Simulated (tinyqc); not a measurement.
Worked calculation: Hubbard chain of 5 sites. One step of it, computed by the program tinyqc.

Question. Mean-field iteration 1. H(up) = T + U n(down), H(down) = T + U n(up); fill the lowest levels; n(new) = n + mixing (n(out) - n); E = tr T (rho up + rho down) + U sum n_up n_down of the output.

one-body matrix (hopping and site energies) (eV), lower triangle:
```
           1          2          3          4         5
1   0.000000
2  -0.520000   0.000000
3   0.000000  -0.520000   0.000000
4   0.000000   0.000000  -0.520000   0.000000
5   0.000000   0.000000   0.000000  -0.520000  0.000000
```

U = 6.400000 eV

electrons, up and down: 1  1

mixing = 0.200000

n(up) at the start (a guess, not normalised): 1 0.200000, 2 0.200000, 3 0.200000, 4 0.200000, 5 0.200000

n(down) at the start (a guess): 1 0.200000, 2 0.200000, 3 0.200000, 4 0.200000, 5 0.200000

Give: levels, up; levels, down; energy; n(up) after iteration 1; n(down) after iteration 1.

Answer.

levels, up (eV): 0.3793  0.7600  1.2800  1.8000  2.1807

levels, down (eV): 0.3793  0.7600  1.2800  1.8000  2.1807

energy = -0.2013 eV

n(up) after iteration 1: 1 0.1767, 2 0.2100, 3 0.2267, 4 0.2100, 5 0.1767

n(down) after iteration 1: 1 0.1767, 2 0.2100, 3 0.2267, 4 0.2100, 5 0.1767
